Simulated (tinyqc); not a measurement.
# Inputs raised by 2 %, one at a time

Model: time-dependent dielectric breakdown: cell percolation, Weibull statistics, area scaling and voltage extrapolation. Computed by tinyqc, a small Python program. Command: `OMP_NUM_THREADS=1 python tinyqc.py 3006991 3006992 out.jsonl tddb sens`. One thread of a shared host (Intel(R) Xeon(R) Processor @ 2.30GHz), about 0.01 s of CPU time with the checks.

The oxide is divided into columns of area a^2, each holding m = t_ox/a cells (m is taken as continuous). A share lambda(t) = (t/t_1)^alpha of the cells is defective, and a column whose cells are all defective breaks down.

Inputs (values chosen for the exercise, for a model gate oxide):
```
quantity                                                   value  unit
oxide thickness t_ox                                         2.6    nm
defect cell size a                                             1    nm
exponent alpha of defect growth                              0.5     -
time t_1 at which the occupied share would reach 1       7.7e+07     s
test area A                                                  100  um^2
product area A_u                                          200000  um^2
stress voltage V                                            3.68     V
use voltage V_u                                              1.5     V
local exponent n = -d ln t/d ln V at the stress voltage       45     -
activation energy E_a                                       0.79    eV
stress temperature T                                         105     C
use temperature T_u                                           85     C
allowed failure fraction F                                  0.01     -
```

Voltage law used: E.

Constants: k_B = 8.617333262e-05 eV/K.

Method:
- Failure fraction F = 1 - (1 - lambda^m)^N with N = A/a^2 columns, which for small lambda^m is 1 - exp(-(t/t63)^beta) with beta = alpha m and t63 = t_1 N^(-1/beta); critical share lambda(t63) = N^(-1/m). 1 um^2 = 1e6 nm^2.
- All three voltage laws share the slope n at the stress voltage. Factor t(V_u)/t(V): E law exp(n (1 - V_u/V)); 1/E law exp(n (V/V_u - 1)); power law (V/V_u)^n.
- Temperatures in kelvin are T(C) + 273.15.
- Temperature factor exp[(E_a/k_B)(1/T_u - 1/T)]; area factor (A/A_u)^(1/beta); percentile factor (-ln(1 - F))^(1/beta); life = t63 x all four; 1 year = 3.15576e7 s.

Runs:
```
input moved                                                  from        to  Weibull slope beta  projected life (years)  critical share of defective cells  area factor
base run                                                        -         -               1.300                  210.23                         8.3768e-04    0.0028890
oxide thickness t_ox (nm)                                     2.6     2.652               1.326                  333.65                         9.6252e-04    0.0032399
exponent alpha of defect growth                               0.5      0.51               1.326                  333.65                         8.3768e-04    0.0032399
time t_1 at which the occupied share would reach 1 (s)   77000000  78540000               1.300                  214.44                         8.3768e-04    0.0028890
product area A_u (um^2)                                    200000    204000               1.300                  207.06                         8.3768e-04    0.0028453
local exponent n = -d ln t/d ln V at the stress voltage        45      45.9               1.300                  358.30                         8.3768e-04    0.0028890
activation energy E_a (eV)                                   0.79    0.8058               1.300                  216.00                         8.3768e-04    0.0028890
allowed failure fraction F                                   0.01    0.0102               1.300                  213.48                         8.3768e-04    0.0028890
```

Exponents ln(y'/y) / ln(x'/x):
```
input                                                    Weibull slope beta  projected life  critical share of defective cells  area factor
oxide thickness t_ox                                                      1          23.323                              7.015        5.789
exponent alpha of defect growth                                           1          23.323                              0.000        5.789
time t_1 at which the occupied share would reach 1                        0           1.000                              0.000        0.000
product area A_u                                                          0          -0.769                              0.000       -0.769
local exponent n = -d ln t/d ln V at the stress voltage                   0          26.923                              0.000        0.000
activation energy E_a                                                     0           1.367                              0.000        0.000
allowed failure fraction F                                                0           0.773                              0.000        0.000
```

Which inputs matter most for each result?

Among the inputs moved here: Weibull slope beta answers most in size to oxide thickness t_ox (exponent +1.000), and about equally to exponent alpha of defect growth (+1.000); its exponent is below 0.0005 for time t_1 at which the occupied share would reach 1, product area A_u, local exponent n = -d ln t/d ln V at the stress voltage, activation energy E_a, allowed failure fraction F. Its exponent +1.000 in oxide thickness t_ox: beta = alpha t_ox/a. Projected life answers most in size to local exponent n = -d ln t/d ln V at the stress voltage (exponent +26.923), next to oxide thickness t_ox (+23.323). Its exponent +1.000 in time t_1 at which the occupied share would reach 1: t_1 sets the clock. Critical share of defective cells answers most in size to oxide thickness t_ox (exponent +7.015); its exponent is below 0.0005 for exponent alpha of defect growth, time t_1 at which the occupied share would reach 1, product area A_u, local exponent n = -d ln t/d ln V at the stress voltage, activation energy E_a, allowed failure fraction F. area factor answers most in size to oxide thickness t_ox (exponent +5.789), and about equally to exponent alpha of defect growth (+5.789); its exponent is below 0.0005 for time t_1 at which the occupied share would reach 1, local exponent n = -d ln t/d ln V at the stress voltage, activation energy E_a, allowed failure fraction F.

Caution (all rows): t_1 is an input here; in a real oxide it changes with thickness at fixed voltage. Caution (all rows): a voltage factor of more than nine decades rests wholly on the chosen law and cannot be tested.
